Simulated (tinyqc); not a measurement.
Charge imbalance from the loss of breakdown voltage.

Inverse problem. In a superjunction of pillar doping N and length Lp an imbalance dl lowers BV by q |dl| N Lp^2/(4 eps0 eps_r), as long as the field reaches through the pillar. Find |dl| and the net dose error |dl| N wp.

Parameters, values chosen for the exercise: relative permittivity of the semiconductor eps_r = 9.92; width of each pillar wp = 2 um.

Constants: q = 1.602176634e-19 C, eps0 = 8.8541878128e-14 F/cm where lengths are in cm. Results are converted to the units shown.

BV balanced and BV measured (V): 2500  2073.8636
N = 6.0303524e16 cm^-3
Lp = 13.121597 um

Solution. The loss is linear in |dl|; its sign cannot be told from BV.

|dl| = 9.00 %
dose error = 1.09e12 cm^-2

Computed by the program tinyqc: `OMP_NUM_THREADS=1 python tinyqc.py 2590058 2590059 out.jsonl`, one thread of a shared Intel Xeon 2.30GHz, about 0.01 s for the whole run.
